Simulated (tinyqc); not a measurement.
Dispersion against the sound-wave line: Born-von Karman spring model of a cubic crystal with one atom per cell. Computed by tinyqc, a small Python program. Command: `OMP_NUM_THREADS=1 python tinyqc.py 3010245 3010246 out.jsonl springs walk`. One thread of a shared host (Intel(R) Xeon(R) Processor @ 2.30GHz), about 0.1 s of CPU time with the checks.

First neighbours lie at a/2 (1,1,0) (12 of them), second at a (1,0,0) (6), with all permutations and signs; the volume per atom is Omega = a^3/4. Two shells of springs match a real metal only roughly, above all at the zone boundary.

Inputs (values chosen for the exercise, modelled on copper):
```
quantity                value           unit
atomic mass M           63.55              u
radial spring k1L        1.73  eV/angstrom^2
transverse spring k1T  -0.083  eV/angstrom^2
radial spring k2L       0.022  eV/angstrom^2
transverse spring k2T  -0.011  eV/angstrom^2
```

Lattice: fcc.

Constants: nu for 1 eV/(angstrom^2 u) = 15.6333042 THz.

Method:
- A neighbour at R with unit vector n couples by the matrix K(R) = kL n n^T + kT (1 - n n^T), and D(q) = (1/M) sum_R K(R) [1 - cos(q.R)].
- An eigenvalue lambda of D in eV/(angstrom^2 u) gives nu = 15.6333042 THz x sqrt(lambda).
- The last column divides the top branch by the straight line with its slope at G. End points in 2 pi/a: X = (1, 0, 0), L = (0.5, 0.5, 0.5).

Frequencies (THz) along two lines:
```
line  fraction of the way    nu 1    nu 2    nu 3  nu 3 / linear
G-X                  0.10  0.7358  0.7358  1.1280        0.99558
G-X                  0.25  1.8033  1.8033  2.7550        0.97264
G-X                  0.40  2.7781  2.7781  4.2205        0.93127
G-X                  0.55  3.6067  3.6067  5.4433        0.87352
G-X                  0.70  4.2398  4.2398  6.3600        0.80192
G-X                  0.85  4.6375  4.6375  6.9268        0.71926
G-X                  1.00  4.7731  4.7731  7.1184        0.62828
G-L                  0.10  0.4975  0.4975  1.1275        0.99589
G-L                  0.25  1.2171  1.2171  2.7582        0.97450
G-L                  0.40  1.8693  1.8693  4.2365        0.93549
G-L                  0.55  2.4183  2.4183  5.4807        0.88016
G-L                  0.70  2.8337  2.8337  6.4220        0.81033
G-L                  0.85  3.0924  3.0924  7.0084        0.72827
G-L                  1.00  3.1803  3.1803  7.2076        0.63662
```

Along G-X the top branch ends at 63 % of its linear extrapolation, near the 2/pi = 64 % of a chain with one spring. Along G-L the top branch ends at 64 % of its linear extrapolation, which is the 2/pi of a pure sine: planes normal to this line couple to their next planes alone. A Debye model keeps the straight line throughout.
